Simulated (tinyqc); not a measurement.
# Worked calculation: p-n diode with diffusion and depletion-layer recombination

Numbers from tinyqc (`OMP_NUM_THREADS=1 python tinyqc.py 2260120 2260121 out.jsonl`; about 0.01 s on one thread of a shared Intel Xeon 2.30GHz). Printed values are rounded.

Abrupt junction in the depletion approximation, low injection, full ionisation, neutral widths fixed, ohmic contact on the p side. Vj is the junction voltage; where a series resistance Rs is given, V = Vj + J Rs is the terminal voltage.

Parameters, values chosen for the exercise; band and dielectric values close to those of silicon:
```
symbol,value,unit,meaning
T,300,K,temperature
Eg,1.1,eV,band gap
eps_r,11.6,,relative permittivity
Nc,2.83e19,cm^-3,conduction-band density of states at T
Nv,2.64e19,cm^-3,valence-band density of states at T
Na,1.2e18,cm^-3,acceptor density
Nd,5.3e17,cm^-3,donor density
mun,290,cm^2/(V s),electron mobility in the p side
mup,200,cm^2/(V s),hole mobility in the n side
tn,4e-9,s,electron lifetime
tp,1e-9,s,hole lifetime
wp,10,um,neutral width of the p side
wn,6.5,um,neutral width of the n side
Sp,1e7,cm/s,recombination velocity at the n contact
Rs,0.0001,ohm cm^2,series resistance
Et,0,eV,trap level above the intrinsic level
Vj,0.42,V,junction voltage at which recombination is evaluated
V,1.15,V,terminal voltage
```

Constants: q = 1.602176634e-19 C, kB = 1.380649e-23 J/K, Vt = kB T/q, eps0 = 8.8541878128e-14 F/cm where lengths are in cm. Results are converted to the units shown.

Range of the model: At the terminal voltage used the injected minority density exceeds a tenth of the lighter doping, so the low-injection formulas overstate the current.

## Diffusion lengths and saturation currents

ni = sqrt(Nc Nv) exp(-Eg/(2 Vt)), Eg in volts; D = mu Vt; Ln = sqrt(Dn tn), Lp = sqrt(Dp tp); J0n = q ni^2 Dn coth(wp/Ln)/(Ln Na); J0p = (q ni^2 Dp/(Lp Nd)) (s + tanh(wn/Lp))/(1 + s tanh(wn/Lp)), s = Sp Lp/Dp.

ni = 1.57435e10 cm^-3
Ln = 1.73171 um
Lp = 0.719055 um
J0n = 1.43271e-12 A/cm^2
J0p = 5.38766e-12 A/cm^2

wp/Ln = 5.8 and wn/Lp = 9.0; holes carry 79.0 % of the diffusion current.

## Recombination in the depleted layer

ni = sqrt(Nc Nv) exp(-Eg/(2 Vt)), Eg in volts. Vbi = Vt ln(Na Nd/ni^2), W = sqrt(2 eps0 eps_r (Vbi - Vj)(1/Na + 1/Nd)/q), xp = W Nd/(Na + Nd), xn = W Na/(Na + Nd); u(x) = q Na (x + xp)^2/(2 eps0 eps_r) for x < 0 and Vbi - Vj - q Nd (xn - x)^2/(2 eps0 eps_r) for x > 0; p = Na exp(-u/Vt), n = Nd exp((u - Vbi + Vj)/Vt); U = ni^2 (exp(Vj/Vt) - 1)/(tp (n + ni exp(Et/Vt)) + tn (p + ni exp(-Et/Vt))); J_scr = q times the integral of U from -xp to xn. Trapezoid rule on 13 equal steps.

W = 41.6436 nm

```
point    x (nm)     u (V)   n (cm^-3)   p (cm^-3)  U (cm^-3 s^-1)
0      -12.7579  0.000000   2.34807e9      1.2e18      5.87019e17
1       -9.5545  0.009604   3.40453e9  8.27630e17      8.51132e17
2       -6.3512  0.038417  1.03775e10  2.71520e17      2.59437e18
3       -3.1478  0.086439  6.64992e10  4.23718e16      1.66248e19
4        0.0555  0.153664  8.95697e11  3.14581e15      2.23907e20
5        3.2589  0.225777  1.45745e13  1.93331e14      3.57586e21
6        6.4623  0.289405  1.70806e14  1.64965e13      1.18955e22
7        9.6656  0.344550  1.44175e15  1.95435e12      1.94370e21
8       12.8690  0.391210  8.76514e15  3.21465e11      3.21415e20
9       16.0723  0.429388  3.83800e16  7.34156e10      7.34148e19
10      19.2757  0.459081  1.21040e17  2.32789e10      2.32789e19
11      22.4790  0.480290  2.74937e17  1.02485e10      1.02485e19
12      25.6824  0.493016  4.49796e17   6.26438e9      6.26438e18
13      28.8857  0.497258      5.3e17   5.31640e9      5.31639e18
```

J_scr = 9.28779e-4 A/cm^2

With 2000 steps J_scr = 9.191e-4 A/cm^2; the coarse value is 1.1 % above it. U is largest at x = 6.46 nm among these points; the peak lies where tp n = tn p. On the fine grid U peaks at 1.327e22 cm^-3 s^-1, and J_scr/(q U_max) is 10.4 % of W, the effective width of the recombining zone.

## Starting value

Vj = V/2.

Vj at the start = 0.575 V

## Iteration 1: new Vj

J0 = J0n + J0p = 6.82037e-12 A/cm^2

Diffusion current alone: J = J0 (exp(Vj/Vt) - 1), g = Vj + J Rs - V, g' = 1 + Rs J0 exp(Vj/Vt)/Vt, Vj(new) = Vj - g/g'.

J = 0.0311446 A/cm^2
g = -0.574997 V
g' = 1.00012
Vj after iteration 1 = 1.14993 V

## Iteration 2: new Vj

As before.

J = 1.41821e8 A/cm^2
g = 14182.1 V
g' = 5.48590e5
Vj after iteration 2 = 1.12408 V

## Iteration 3: new Vj

As before.

J = 5.21733e7 A/cm^2
g = 5217.30 V
g' = 2.01816e5
Vj after iteration 3 = 1.09822 V

## Course of the iteration

Stop when the step is below 1e-10 V, or after 80 iterations.

Course of the iteration:
```
iteration  Vj before the step (V)  step (V)
1                           0.575     0.575
2                         1.14993   -0.0259
3                         1.12408   -0.0259
4                         1.09822   -0.0259
5                         1.07237   -0.0258
6                         1.04652   -0.0258
7                         1.02069   -0.0258
8                        0.994876   -0.0257
9                        0.969156   -0.0254
10                       0.943714   -0.0246
11                       0.919087   -0.0224
12                       0.896721   -0.0170
13                       0.879705  -8.26e-3
14                       0.871441  -1.51e-3
15                       0.869933  -4.19e-5
16                       0.869891  -3.11e-8
17                       0.869891   < 1e-13
```

Converged in 17 iterations. In 8 iterations the step is within 3 % of -Vt = -25.9 mV: far above the solution the exponential dominates and a Newton step lowers its exponent by one.
